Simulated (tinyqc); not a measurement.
Van der Pauw, Hall and four-point-probe measurements on a doped layer: two steps of the calculation.

A uniform p-type layer with sheet resistance Rs = 1/(q ns mu), point contacts, low field (mu B small).

Parameters, values chosen for the exercise: sheet density of the layer ns = 1.7e14 cm^-2; drift mobility mu = 66 cm^2/(V s); Hall factor rH = 1.1; magnetic field B = 0.55 T; current I = 10 uA; side ratio a/b of a rectangular sample with corner contacts ar = 1.16.

Constants: q = 1.602176634e-19 C. Results are converted to the units shown.

Question 1. Resistances and Hall voltage. Rs = 1/(q ns mu). For a rectangle with contacts at the corners, RA = (8 Rs/pi) sum_(k>=0) ln coth((2k + 1) pi a/(2 b)) with current along a short side b and voltage along the opposite one, RB the same with a and b exchanged; Hall voltage VH = rH B I/(q ns), negative for electrons.

Wanted: Rs; RA; RB; VH.

Answer 1.

Rs = 556.28 ohm/square
RA = 74.129 ohm
RB = 189.96 ohm
VH = 0.022212 mV

RB/RA = 2.56; for a square both equal Rs ln 2/pi = 123 ohm.

Question 2. New z. The van der Pauw equation exp(-pi RA z) + exp(-pi RB z) = 1 is solved for z = 1/Rs: e1 = exp(-pi RA z), e2 = exp(-pi RB z), f = e1 + e2 - 1, f' = -pi (RA e1 + RB e2), z(new) = z - f/f'.

z at the start = 1.6709392 mS
RA = 74.128644 ohm
RB = 189.95708 ohm

Find: e1; e2; f; f'; z after iteration 1.

Answer 2.

e1 = 0.6776
e2 = 0.3689
f = 0.04657
f' = -0.3780 kohm
z after iteration 1 = 1.794 mS

Program tinyqc, `OMP_NUM_THREADS=1 python tinyqc.py 2850127 2850128 out.jsonl`; Intel Xeon 2.30GHz, shared host, one thread, about 0.01 s.
